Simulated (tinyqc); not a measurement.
Convergence with the size of the ring: vibrations of a mass or spring defect in a linear chain. Computed by tinyqc, a small Python program. Command: `OMP_NUM_THREADS=1 python tinyqc.py 3007902 3007903 out.jsonl localmode walk`. One thread of a shared host (Intel(R) Xeon(R) Processor @ 2.30GHz), about 0.01 s of CPU time with the checks.

A ring of N atoms with nearest-neighbour springs k and motion along the chain. Atom 1 is the defect, of mass M', and its two springs are k'. All other atoms have the mass M.

Inputs (values chosen for the exercise, for a model chain):
```
quantity                         value           unit
spring constant k                 4.18  eV/angstrom^2
host mass M                       40.7              u
defect mass M'                    25.6              u
spring ratio k'/k at the defect      1              -
```

Host: monatomic.

Constants: nu for 1 eV/(angstrom^2 u) = 15.6333042 THz.

Method:
- Host band: lambda from 0 to 4k/M.
- nu = 15.6333042 THz x sqrt(lambda), lambda in eV/(angstrom^2 u).
- D_ii = (sum of the two springs at i)/M_i, D_ij = -k_ij/sqrt(M_i M_j) for neighbours, closed into a ring.
- The same matrix for 120 atoms; amplitudes are the mass-weighted eigenvector, in size, relative to the defect, for the highest mode; its weight is the squared component of the normalised eigenvector on the defect.

band edges (THz): 0.0000  10.0201

ratio to the top of the host band = 1.07686

highest frequency, long ring = 10.7902 THz

weight of the highest mode on the defect = 0.541219

Highest mode:
```
N    frequency (THz)  weight on the defect  modes outside the bands
4             10.920               0.50466                        1
6             10.820               0.51658                        1
8             10.797               0.53197                        1
12            10.790               0.54047                        1
20            10.790               0.54122                        1
40            10.790               0.54122                        1
80            10.790               0.54122                        1
120           10.790               0.54122                        1
```

What does the comparison show, and why?

The local mode is within 0.01 % of its final value from N = 12 on, and its weight on the defect settles at 0.541: a bound mode needs only a cell larger than its decay length.

Extremes, crossings and ranges named in words are read from the listed rows.
